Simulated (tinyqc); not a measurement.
Cooling rate: nucleation and growth of vacancy voids in a cooling silicon-like crystal. Computed by tinyqc, a small Python program. Command: `OMP_NUM_THREADS=1 python tinyqc.py 3020370 3020371 out.jsonl voids walk`. One thread of a shared host (Intel(R) Xeon(R) Processor @ 2.30GHz), about 0.9 s of CPU time with the checks.

Spherical voids; vacancies are lost only to voids.

Inputs (values chosen for the exercise, close to those used for silicon):
```
quantity                                    value    unit
vacancy density at the melting point C_m  7.6e+14  1/cm^3
formation energy E_f                         3.86      eV
melting point T_m                            1685       K
diffusion prefactor D0                    0.00041  cm^2/s
migration energy E_m                         0.44      eV
site density rho                            5e+22  1/cm^3
void surface energy gamma                    0.93   J/m^2
cooling rate q                                6.4   K/min
ratio (V/G)/xi_c                             1.81       -
limit of the excess at high V/G           2.4e+14  1/cm^3
temperature step                            0.125       K
```

Vacancy supply: from V/G.

Constants: k_B = 8.617333262e-05 eV/K; k_B = 1.380649e-23 J/K.

Method:
- C = C_x (u - 1)/(u + 0.2) with u = (V/G)/xi_c, a form chosen for the exercise.
- C_e = C_m exp[-(E_f/k_B)(1/T - 1/T_m)]; D = D0 exp(-E_m/(k_B T)); f = k_B T ln(C/C_e); r* = 2 gamma/(rho f); W* = 16 pi gamma^3/(3 rho^2 f^2); Z = f/sqrt(12 pi W* k_B T); I = rho Z (4 pi r* D C) exp(-W*/(k_B T)).
- March down from 1500 K in steps dT, dt = dT/q, with values at the upper end of each step: a class of I dt voids is born with r*; then all classes grow by r^2 += 2 D (C - C_e) dt/rho; C falls by the vacancies added to voids. Stop at 1150 K. T_n is the T of the largest I, N the final count (classes under 1e-6 /cm^3 are dropped), and the mean radius the number average.

initial excess C = 9.67164e+13 1/cm^3

At fixed C:
```
q (K/min)   T_n (K)  N (1/cm^3)  mean radius (nm)
0.64       1368.250  1.0722e+06            74.915
1.60       1363.250  4.1624e+06            47.629
3.20       1359.125  1.1613e+07            33.812
6.40       1354.875  3.2391e+07            24.002
13.00      1350.250  9.2407e+07            16.910
26.00      1345.375  2.5745e+08            12.007
64.00      1338.625  9.7273e+08             7.699
```

What does the comparison show, and why?

Over the rows N goes as q^1.48 and the radius as q^-0.49, near the 3/2 and -1/2 of the scaling argument (depletion time 1/(4 pi N r D) equal to the time in the nucleation range, at fixed N r^3). T_n drops only 30 K for a factor 100 in q. Fast cooling gives many small voids, which an anneal can dissolve.

Extremes, crossings and ranges named in words are read from the listed rows.
